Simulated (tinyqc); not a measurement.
Inside a calculation. Method: plane-wave Kohn-Sham cycle with exchange-only LDA in a layered model solid. Computed by tinyqc, a small Python program that keeps every step. Settings: points = 16, plane-wave index or count = 3, electrons = 2, k points = 4, area = 31.0, mixing = 0.5, iteration cap = 56. Command: `OMP_NUM_THREADS=1 python tinyqc.py 21351 21352 out.jsonl` (the two numbers bound the seeds that draw the settings). One thread of a shared host (Intel(R) Xeon(R) Processor @ 2.60GHz), about 0.02 s of CPU time with the checks. Later iterations appear only in the table of the cycle.

## Iteration 1: potential

A solid whose potential varies along x alone (atomic units):
```
parameter                      value
period a                   14.700000
cross-section of the cell  31.000000
electrons per cell                 2
grid points                       16
plane waves -n..n, n               3
k points                           4
V1 in V1 cos(2 pi x/a)     -0.610000
```

density at the start, on the grid x_j = j a/N (e/bohr^3): 0.00438885  0.00438885  0.00438885  0.00438885  0.00438885  0.00438885  0.00438885  0.00438885  0.00438885  0.00438885  0.00438885  0.00438885  0.00438885  0.00438885  0.00438885  0.00438885

V_H(G) = 4 pi rho(G)/G^2 for G != 0 (uniform background); v_x = -(3 rho/pi)^(1/3); V = V_ext + V_H + v_x; Fourier components f(G_m) = (1/N) sum_j f(x_j) exp(-i G_m x_j).

Potentials on the grid (hartree):
```
x              V_ext       V_H        v_x          V
0.000000   -0.610000  0.000000  -0.161228  -0.771228
0.918750   -0.563567  0.000000  -0.161228  -0.724795
1.837500   -0.431335  0.000000  -0.161228  -0.592563
2.756250   -0.233437  0.000000  -0.161228  -0.394665
3.675000           0  0.000000  -0.161228  -0.161228
4.593750    0.233437  0.000000  -0.161228   0.072209
5.512500    0.431335  0.000000  -0.161228   0.270107
6.431250    0.563567  0.000000  -0.161228   0.402338
7.350000    0.610000  0.000000  -0.161228   0.448772
8.268750    0.563567  0.000000  -0.161228   0.402338
9.187500    0.431335  0.000000  -0.161228   0.270107
10.106250   0.233437  0.000000  -0.161228   0.072209
11.025000          0  0.000000  -0.161228  -0.161228
11.943750  -0.233437  0.000000  -0.161228  -0.394665
12.862500  -0.431335  0.000000  -0.161228  -0.592563
13.781250  -0.563567  0.000000  -0.161228  -0.724795
```

V(G_m), m = 0, 1, 2, ... (hartree): -0.161228  -0.305000  0.000000  0.000000  0.000000  0.000000  0.000000

## Iteration 1: Hamiltonian at one k

k = 0.125000 2 pi / a

H(m,m') = (k + G_m)^2/2 delta + V(G_m - G_m'), with V(-G) = V(G).

H (hartree), lower triangle:
```
           -3         -2         -1         +0         +1         +2        +3
-3   0.593813
-2  -0.305000   0.159914
-1   0.000000  -0.305000  -0.091290
+0   0.000000   0.000000  -0.305000  -0.159801
+1   0.000000   0.000000   0.000000  -0.305000  -0.045617
+2   0.000000   0.000000   0.000000   0.000000  -0.305000   0.251261
+3   0.000000   0.000000   0.000000   0.000000   0.000000  -0.305000  0.730834
```

## Iteration 1: levels at that k

Diagonalise the Hermitian matrix.

eigenvalues (hartree): -0.609978  -0.298771  -0.011495  0.255228  0.421089  0.780505  0.902537

## Iteration 1: new density

Motion across x is left out: the lowest 1 band(s) hold two electrons at each of the k points (j + 1/2)/nk - 1/2. Residual R = rho(out) - rho(in); rho(new) = rho(in) + 0.5 R. rho(out) = 2/(a A nk) sum |psi|^2 with psi = sum c exp(i G x). Harris energy E = band energy - dV sum rho (V_H/2 + v_x) + (3/4) dV sum rho v_x with rho(in), dV = a A/N, band energy = (2/nk) sum of the filled levels.

rho(out) (e/bohr^3): 0.01995575  0.01556383  0.00726873  0.00195431  0.00030138  0.00003653  0.00000719  0.00000074  0.00000047  0.00000074  0.00000719  0.00003653  0.00030138  0.00195431  0.00726873  0.01556383

density after iteration 1 (e/bohr^3): 0.01217230  0.00997634  0.00582879  0.00317158  0.00234512  0.00221269  0.00219802  0.00219480  0.00219466  0.00219480  0.00219802  0.00221269  0.00234512  0.00317158  0.00582879  0.00997634

energy per cell = -1.13914139 hartree

## Iteration 2: potential

As before.

Potentials on the grid (hartree):
```
x              V_ext        V_H        v_x          V
0.000000   -0.610000   0.311784  -0.226524  -0.524740
0.918750   -0.563567   0.272585  -0.211989  -0.502971
1.837500   -0.431335   0.175884  -0.177222  -0.432673
2.756250   -0.233437   0.062407  -0.144682  -0.315712
3.675000           0  -0.039836  -0.130831  -0.170667
4.593750    0.233437  -0.120973  -0.128321  -0.015857
5.512500    0.431335  -0.179112  -0.128037   0.124187
6.431250    0.563567  -0.214019  -0.127974   0.221573
7.350000    0.610000  -0.225656  -0.127971   0.256372
8.268750    0.563567  -0.214019  -0.127974   0.221573
9.187500    0.431335  -0.179112  -0.128037   0.124187
10.106250   0.233437  -0.120973  -0.128321  -0.015857
11.025000          0  -0.039836  -0.130831  -0.170667
11.943750  -0.233437   0.062407  -0.144682  -0.315712
12.862500  -0.431335   0.175884  -0.177222  -0.432673
13.781250  -0.563567   0.272585  -0.211989  -0.502971
```

V(G_m), m = 0, 1, 2, ... (hartree): -0.153288  -0.196057  0.008995  0.000370  0.000454  0.000431  0.000126

## Iteration 2: Hamiltonian at one k

k = 0.125000 2 pi / a

As before.

H (hartree), lower triangle:
```
           -3         -2         -1         +0         +1         +2        +3
-3   0.601753
-2  -0.196057   0.167854
-1   0.008995  -0.196057  -0.083350
+0   0.000370   0.008995  -0.196057  -0.151861
+1   0.000454   0.000370   0.008995  -0.196057  -0.037677
+2   0.000431   0.000454   0.000370   0.008995  -0.196057   0.259202
+3   0.000126   0.000431   0.000454   0.000370   0.008995  -0.196057  0.738774
```

## Iteration 2: levels at that k

As before.

eigenvalues (hartree): -0.409025  -0.180276  0.026768  0.227865  0.326447  0.686767  0.816149

## Iteration 2: new density

As before.

rho(out) (e/bohr^3): 0.01742794  0.01436960  0.00803083  0.00303104  0.00078519  0.00015129  0.00002518  0.00000349  0.00000047  0.00000349  0.00002518  0.00015129  0.00078519  0.00303104  0.00803083  0.01436960

density after iteration 2 (e/bohr^3): 0.01480012  0.01217297  0.00692981  0.00310131  0.00156515  0.00118199  0.00111160  0.00109914  0.00109757  0.00109914  0.00111160  0.00118199  0.00156515  0.00310131  0.00692981  0.01217297

energy per cell = -0.85299980 hartree

## Convergence

Stop when sqrt(dV sum R^2) is below 1e-8, dV = a A/N.

Course of the cycle:
```
iteration  E (hartree)  norm of the residual
1          -1.13914139              1.40e-01
2          -0.85299980              5.68e-02
3          -0.79975638              2.18e-02
4          -0.79293422              1.11e-02
5          -0.79243735              6.61e-03
6          -0.79250917              3.76e-03
7          -0.79256836              2.03e-03
8          -0.79259439              1.06e-03
9          -0.79260414              5.46e-04
10         -0.79260745              2.79e-04
11         -0.79260850              1.42e-04
...                ...                   ...
16         -0.79260893              4.98e-06
17         -0.79260893              2.56e-06
18         -0.79260893              1.31e-06
19         -0.79260893              6.76e-07
20         -0.79260893              3.48e-07
21         -0.79260893              1.79e-07
22         -0.79260893              9.22e-08
23         -0.79260893              4.75e-08
24         -0.79260893              2.45e-08
25         -0.79260893              1.26e-08
26         -0.79260893              6.49e-09
```

Converged in 26 iterations. Before convergence this energy mixes input and output and is not variational, so it may rise towards its limit.
